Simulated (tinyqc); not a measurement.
Impurity fraction: conduction-band anticrossing with a localised impurity level.

Host conduction band EM(k) = Eg - al x + c k^2/mM, c = hbar^2/2m0, coupled to a flat level EI by V = C sqrt(x): H = [[EM, V], [V, EI]], E+/- = (EM + EI)/2 +/- sqrt((EM - EI)^2/4 + V^2). The host weight of a state at E is f = 1/(1 + V^2/(E - EI)^2), and its mass at k = 0 is mM/f. The gap is E-(0), the valence top staying at 0.

Constants: hbar^2/2m0 = 3.80998211 eV angstrom^2.

Inputs chosen for the exercise (host near GaAs; shifted at random, so the results belong to these values and not to a real crystal): Eg = 1.542 eV (gap at Gamma to the s-like level); mM = 0.066 m0 (mass of the host band); EI = 1.799 eV (impurity level, from the valence top of the host); C = 2.77 eV (coupling); al = 1.47 eV (linear shift of the host edge).

The last column is the bowing that a quadratic law would need at that x, (Eg - gap)/(x (1 - x)), with equal end gaps.

Results:
```
x (%)  E- (eV)  E+ (eV)  gap (eV)  host weight of E-  mass of E-  bowing (eV)
0.1     1.5136   1.8259    1.5136              0.914      0.0722         28.4
0.2     1.4895   1.8486    1.4895              0.862      0.0766         26.3
0.5     1.4305   1.9031    1.4305              0.780      0.0846         22.4
1.0     1.3546   1.9717    1.3546              0.720      0.0916         18.9
2.0     1.2387   2.0729    1.2387              0.672      0.0983         15.5
3.0     1.1456   2.1513    1.1456              0.650      0.1016         13.6
8.0     0.8061   2.4173    0.8061              0.616      0.1071         10.0
```

Give the missing row, x (%) = 5.0.

Computed row:
```
x (%)  E- (eV)  E+ (eV)  gap (eV)  host weight of E-  mass of E-  bowing (eV)
5.0     0.9927   2.2748    0.9927              0.629      0.1049         11.6
```

The apparent bowing falls from 28.4 to 10.0 eV, so no single constant describes the gap: the part from the coupling goes as x while V is small against |EM - EI| and as sqrt(x) beyond (V = |Eg - EI| near x = 0.86 %), with the linear term al x on top; the fall of the gap goes as the power 0.89 of x between the first two rows and 0.62 between the last two. The mass of E- goes from 0.0722 to 0.1071, higher although the gap falls, against the usual k.p trend; with al = 0 the weight tends to 1/2 at large x.

Computed by tinyqc, a small Python program: `OMP_NUM_THREADS=1 python tinyqc.py 1050975 1050976 out.jsonl` (the numbers bound the seed that draws the inputs); one thread of a shared host (Intel(R) Xeon(R) Processor @ 2.30GHz), about 0.01 s for the whole set of steps.
